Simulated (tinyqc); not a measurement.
## Mass and degeneracy from charge and saturation current

Inverse problem. At high drain voltage only states moving towards the drain are filled: I = gv (2 q^2/h) Vt ln(1 + exp eta) and n = (N0/2) F_(-1/2)(eta), N0 = gv sqrt(2 m kB T/pi)/hbar, F_(-1/2)(x) = (1/sqrt(pi)) int_0^infinity u^(-1/2)/(1 + exp(u - x)) du. Find eta and m.

Values chosen for this exercise: temperature T = 200 K; valley degeneracy gv = 1.

Constants: q = 1.602176634e-19 C, kB = 1.380649e-23 J/K, hbar = 1.054571817e-34 J s, h = 6.62607015e-34 J s, m0 = 9.1093837015e-31 kg, Vt = kB T/q. Results are converted to the units shown.

n = 1.0197274e6 cm^-1
I = 4.8692890 uA

Answer. In one dimension the current holds no mass, so it gives eta directly; n then gives m.

eta = 3.620
m = 0.06770 m0

Computed by the program tinyqc: `OMP_NUM_THREADS=1 python tinyqc.py 2400006 2400007 out.jsonl`, one thread of a shared Intel Xeon 2.30GHz, about 0.03 s for the whole run.
